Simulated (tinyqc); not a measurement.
Abrupt p-n junction, non-linear Poisson equation by Newton steps: one step of the calculation.

One dimension, p side on the left, n side on the right; net doping C = -Na for x < 0 and +Nd for x > 0. The potential psi is counted from the intrinsic level, and the quasi-Fermi potentials are flat: 0 for holes and -V for electrons, so n = ni exp((psi + V)/Vt) and p = ni exp(-psi/Vt) (Boltzmann statistics, full ionisation, no current). Under reverse bias this makes the minority densities vanishingly small everywhere; they play no part in the charge.

Question. Densities, residual and Jacobian diagonal. n_i = ni exp((psi_i + V)/Vt), p_i = ni exp(-psi_i/Vt), rho_i = p_i - n_i + C_i, g_i = (n_i + p_i)/Vt. Box widths w_i = (h_(i-1) + h_i)/2 in cm. Residual F_i = a_i (psi_(i+1) - psi_i) - a_(i-1) (psi_i - psi_(i-1)) + q rho_i w_i; Jacobian: a_(i-1) and a_i beside the diagonal, b_i = -a_(i-1) - a_i - q g_i w_i on it. The two end nodes are fixed.

Values chosen for this exercise:
```
symbol,value,unit,meaning
T,400,K,temperature
V,-5.1,V,bias of the p side against the n side
```

Constants: q = 1.602176634e-19 C, kB = 1.380649e-23 J/K, Vt = kB T/q. Results are converted to the units shown.

```
node  x (nm)  psi after iteration 1 (V)  net doping C (cm^-3)
0      -29.4                 -0.6916021               -2.4e18
1      -20.4                 -0.6915053               -2.4e18
2      -13.1                 -0.6908645               -2.4e18
3      -7.03                 -0.6874085               -2.4e18
4      -2.05                 -0.6675654               -2.4e18
5       2.05                 -0.6021015                1.4e16
6       14.4                 -0.3913664                1.4e16
7       51.3                  0.2214781                1.4e16
8        162                  1.8995745                1.4e16
9        494                  5.4891778                1.4e16
10      1490                  5.6142861                1.4e16
```

coupling a_i, interval 0 to 9 (F/cm^2): 1.2691003e-6  1.5646441e-6  1.8816972e-6  2.2935547e-6  2.7858298e-6  9.2485039e-7  3.0953665e-7  1.0317888e-7  3.4403320e-8  1.1467773e-8
ni = 4.6388310e9 cm^-3

Find: n; p; residual F; diagonal b.

Answer.

```
node  n (cm^-3)  p (cm^-3)
0     4.959e-64   2.400e18
1     4.973e-64   2.393e18
2     5.067e-64   2.349e18
3     5.601e-64   2.125e18
4     9.961e-64   1.195e18
5     6.654e-63   1.789e17
6     3.008e-60   3.957e14
7     1.584e-52    7.515e6
8     2.202e-31  5.405e-15
9      3.714e14  3.205e-60
10     1.400e16  8.502e-62
```

```
node  residual F (1e-8 C/cm^2)  diagonal b (F/cm^2)
1                        0.000            -1.190e-5
2                        0.006            -1.075e-5
3                        1.467            -9.633e-6
4                        4.921            -7.601e-6
5                        3.794            -4.395e-6
6                        0.048            -1.239e-6
7                        0.000            -4.127e-7
8                        0.000            -1.376e-7
9                        2.293            -1.605e-7
```

Program tinyqc, `OMP_NUM_THREADS=1 python tinyqc.py 2000104 2000105 out.jsonl`; Intel Xeon 2.30GHz, shared host, one thread, about 0.03 s.
